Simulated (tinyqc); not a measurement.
# Trap density from one capacitance

Problem. Traps spread evenly through the insulator exchange electrons with the semiconductor by tunnelling, with tau(x) = t0 exp(2 ka x) at depth x from the interface. The admittance per area Y seen at depth x obeys dY/dx = -Y^2/(i w eps0 eox) + q Nb ln(1 + i w tau)/tau, with Y(0) = i w Cs and w = 2 pi f; the gate sees Y(tox) = G + i w C. Working variable y = Y/(i w), in uF/cm^2. Cox = eps0 eox/tox. Find Nb and G/w.

Values chosen for this exercise: relative permittivity of the insulator eox = 18.3; insulator thickness tox = 8.4 nm; semiconductor capacitance in accumulation Cs = 4.7 uF/cm^2; decay constant of the wave function in the insulator ka = 4.7 1/nm; time constant of a trap at the interface t0 = 9e-11 s; frequency f = 1e6 Hz.

Constants: q = 1.602176634e-19 C, eps0 = 8.8541878128e-14 F/cm where lengths are in cm. Results are converted to the units shown.

C = 1.3751639 uF/cm^2

Solution. C rises steadily with Nb, so one density matches; in practice ka and t0 must come from the frequency dependence.

Nb = 4.800e18 cm^-3 eV^-1
G/w = 0.001703 uF/cm^2

Numbers from tinyqc (`OMP_NUM_THREADS=1 python tinyqc.py 2202128 2202129 out.jsonl`; about 0.5 s on one thread of a shared Intel Xeon 2.30GHz).
